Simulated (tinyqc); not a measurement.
# Worked calculation: junctionless gate-all-around wire, depletion approximation

Program tinyqc, `OMP_NUM_THREADS=1 python tinyqc.py 2460132 2460133 out.jsonl`; Intel Xeon 2.30GHz, shared host, one thread, about 0.01 s. Printed values are rounded.

A uniformly doped n-type wire of radius R under a surrounding gate; long channel. Below flat band a shell from radius rc to R is fully depleted and the neutral core, at channel potential V (0 at the source, Vd at the drain), carries the current with constant mobility; s = (rc/R)^2 is the share of the cross-section that conducts. The edge of the depleted shell is taken as abrupt, so there is no subthreshold current.

Values chosen for this exercise; material values those of a made-up semiconductor: relative permittivity of the semiconductor eps_r = 9.86; relative permittivity of the gate insulator eox = 9; insulator thickness tox = 5 nm; wire radius R = 4 nm; donor density Nd = 2.1e19 cm^-3; flat-band voltage Vfb = 0.81 V; effective mobility in the wire mu = 57 cm^2/(V s); gate length L = 0.5 um; gate voltage Vg = 0.55 V; drain voltage Vd = 0.2 V.

Constants: q = 1.602176634e-19 C, eps0 = 8.8541878128e-14 F/cm where lengths are in cm. Results are converted to the units shown.

## Voltages that deplete the wire

Cox = eps0 eox/(R ln(1 + tox/R)); A = q Nd R^2/(4 eps0 eps_r); B = q Nd R/(2 Cox); VT = Vfb - A - B.

Cox = 2.45668 uF/cm^2
A = 0.154157 V
B = 0.273913 V
VT = 0.381930 V

Of the 0.428 V needed, 64.0 % drops over the insulator. The device is normally off.

## Iteration 1: conducting share at the source by Newton steps

s at the start = 0.8

With V = 0: f = A (1 - s + s ln s) + B (1 - s) - (Vfb - Vg); f' = A ln s - B; s(new) = s - f/f'.

f = -0.201905 V
f' = -0.308312 V
s after iteration 1 = 0.145126

## Iteration 2: conducting share at the source by Newton steps

As before.

f = 0.0627640 V
f' = -0.571460 V
s after iteration 2 = 0.254957

## Course of the iteration: conducting share at the source by Newton steps

Stop when s changes by less than 1e-11, or after 30 iterations. s must stay positive.

Course of the iteration:
```
iteration         s  |change|
1          0.145126     0.655
2          0.254957     0.110
3          0.265720    0.0108
4          0.265793   7.22e-5
5          0.265793   3.16e-9
6          0.265793   < 1e-13
```

Converged in 6 iterations. At the end the number of correct digits about doubles with each step.

## Core radius, conductance and current

s0 = 0.265793
sL = 0

s solves Vfb - Vg + V = A (1 - s + s ln s) + B (1 - s), and s = 0 where the left side exceeds A + B. I = (q mu Nd pi R^2/L)[g(s0) - g(sL)], g = A (s^2/4 - (s^2/2) ln s) + B s^2/2, with s0 at V = 0 and sL at V = Vd. rc = R sqrt(s0); the small-signal conductance at Vd = 0 is q mu Nd pi R^2 s0/L.

rc at the source = 2.06220 nm
conductance = 0.512445 uS
I = 0.0378141 uA

The drain end is pinched off, so the current is saturated.
